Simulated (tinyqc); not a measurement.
Thickness from the transmission.

Inverse problem. A dielectric of barrier phi1 and mass m1 carries the voltage V, so U = phi1 - V x/t1. At E = 0 the WKB exponent is S = (4 t1/(3 V)) sqrt(m1/C) [phi1^1.5 - max(phi1 - V, 0)^1.5], C = hbar^2/(2 m0), and T = exp(-S). Find S, t1 and the field.

Parameters, values chosen for the exercise: barrier of layer 1 above the emitter Fermi level at zero bias phi1 = 2.09 eV; tunnelling mass of layer 1 m1 = 0.48 m0; voltage across the dielectric V = 4.1 V.

Constants: q = 1.602176634e-19 C, hbar = 1.054571817e-34 J s, m0 = 9.1093837015e-31 kg, hbar^2/(2 m0) = 0.0380998212 eV nm^2. Results are converted to the units shown.

T at E = 0 = 4.3649736e-12

Solution. At fixed V the exponent is proportional to t1.

S = 26.16
t1 = 7.500 nm
field = 5.467 MV/cm

Numbers from tinyqc (`OMP_NUM_THREADS=1 python tinyqc.py 2540137 2540138 out.jsonl`; about 0.05 s on one thread of a shared Intel Xeon 2.30GHz).
